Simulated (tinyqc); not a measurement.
# Input admittance of a MOSFET at zero drain bias: distributed channel and distributed gate, step by step

Program tinyqc, `OMP_NUM_THREADS=1 python tinyqc.py 2262001 2262002 out.jsonl`; Intel Xeon 2.30GHz, shared host, one thread, about 0.01 s. Printed values are rounded.

Source and drain grounded, strong inversion, w = 2 pi f, Cox = eps0 eox/tox. The channel is an RC line of resistance 1/(mu Cox Vo) per square fed from both ends, so one finger has the intrinsic admittance y = i w Cox L tanh(g)/g per width, g = (1/2) sqrt(i w tau), tau = L^2/(mu Vo). The vertical resistance rv/L is in series with y, the overlaps 2 i w Cov in parallel: y_t = 1/(1/y + rv/L) + 2 i w Cov. The gate strip is a line of Rsh/L per length loaded by y_t, so a finger has Y = y_t Wf tanh(k)/k, k = (Wf/sd) sqrt(y_t Rsh/L); the device has Nf Y.

Parameters, values chosen for the exercise; values of the order met in silicon radio-frequency transistors:
```
symbol,value,unit,meaning
eox,3.9,,relative permittivity of the gate insulator (close to silicon dioxide)
tox,3.9,nm,insulator thickness
L,0.75,um,channel length
Wf,1,um,finger width
Nf,16,,number of fingers
mu,240,cm^2/(V s),channel mobility
Vo,0.32,V,gate overdrive
Rsh,28,ohm/square,sheet resistance of the gate
rv,0,ohm um^2,vertical resistivity of the gate stack
sd,2,,number of ends at which a finger is contacted
Cov,0.16,fF/um,overlap and fringe capacitance on each side
f,5.6,GHz,frequency
```

Constants: eps0 = 8.8541878128e-14 F/cm where lengths are in cm. Results are converted to the units shown.

## Low-frequency resistances and capacitance

Low-frequency limits, with c = Cox L and ct = c + 2 Cov: R_strip = Rsh Wf/(3 sd^2 L Nf), R_ch = (c/ct)^2 L/(12 mu Cox Vo Wf Nf), R_vert = (c/ct)^2 rv/(L Wf Nf), C = ct Wf Nf.

parts (ohm): strip 0.194444, channel 52.2843, vertical 0
sum = 52.4788 ohm
C = 111.370 fF
1/(2 pi R C) = 27.2312 GHz

The channel term is the largest, 99.6 % of the sum.

## Admittance of the channel and stack per width

tau, g, c = Cox L, y and y_t as defined.

tau = 73.2422 ps
g = 0.567570+0.567570i
c = 6.64064 fF/um
y = 47.022+221.549i uS/um
y_t = 47.022+232.809i uS/um

w tau = 2.58, and Im y is 0.948 of w c.

## Input impedance of the device

k and Y as defined; Z = 1/(Nf Y) = R + 1/(i w C); Q = |Im Z|/R; signal at the point farthest from a contact |1/cosh k|.

k = 0.0364392+0.0298151i
Nf Y = 0.75494+3.72384i mS
R = 52.2925 ohm
C = 110.183 fF
Q = 4.93261
signal at the far point = 0.999780

R is 0.35 % below its low-frequency limit and C is 1.1 % below its own.
